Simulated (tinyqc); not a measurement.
What the anneal budget does: two-dimensional dopant profile at a mask edge: lateral junction, overlap and effective channel length. Computed by tinyqc, a small Python program. Command: `OMP_NUM_THREADS=1 python tinyqc.py 3020382 3020383 out.jsonl lateral walk`. One thread of a shared host (Intel(R) Xeon(R) Processor @ 2.30GHz), about 0.02 s of CPU time with the checks.

Ions enter for y < 0; the mask (spacer, then gate) covers y > 0. x is the depth. The surface reflects dopant during the anneal.

Inputs (values chosen for the exercise, modelled on a source-drain extension in silicon):
```
quantity,value,unit
dose Q,1.6e+14,1/cm^2
projected range R_p,14,nm
vertical straggle,5.2,nm
lateral straggle,4.3,nm
anneal budget D t,1.9e-13,cm^2
channel doping C_B,2.2e+17,1/cm^3
gate length L_g,98,nm
offset spacer,3.6,nm
```

Method:
- Widths s_x^2 = (vertical straggle)^2 + 2 D t, s_y^2 = (lateral straggle)^2 + 2 D t. C(x, y) = V(x) (1/2) erfc(y/(sqrt2 s_y)), V(x) = Q/(sqrt(2 pi) s_x) [exp(-(x - R_p)^2/(2 s_x^2)) + exp(-(x + R_p)^2/(2 s_x^2))]; 1 nm = 1e-7 cm.
- The lateral junction at depth x solves C = C_B: y_j(x) = sqrt2 s_y erfc^-1(2 C_B/V(x)). Overlap under the gate = y_j(0) - spacer; metallurgical channel L_met = L_g - 2 overlap (tails from the two sides are not added).
- x_j solves V(x) = C_B. Budgets are multiples of the given D t (at 0 the mirror term is kept, which overstates V(0) as implanted); those with V(0) not above 2.5 C_B are left out.

Junctions (nm):
```
multiple,s_x,s_y,x_j,y_j(0),y_j/x_j,L_met
0.0,5.200,4.300,32.494,7.870,0.24221,89.459
0.1,5.553,4.721,33.648,9.424,0.28008,86.352
0.3,6.200,5.467,35.741,12.063,0.33751,81.074
1.0,8.065,7.516,41.669,18.764,0.45030,67.672
2.0,10.151,9.721,48.139,25.370,0.52702,54.460
4.0,13.381,13.057,57.889,34.644,0.59846,35.912
8.0,18.195,17.958,71.961,47.307,0.65739,10.587
16.0,25.200,25.030,91.781,64.356,0.70119,-23.513
```

What follows from these numbers?

The ratio y_j/x_j goes from 0.24 to 0.70: as implanted, x_j includes R_p and y_j only the lateral straggle; after long diffusion both scale roughly with sqrt(D t) as long as V(0) stays far above C_B, and the ratio stays below 1 because the edge starts from half the concentration and an erfc falls faster than the Gaussian. L_met is negative in the rows beyond a multiple of 8: source and drain merge.
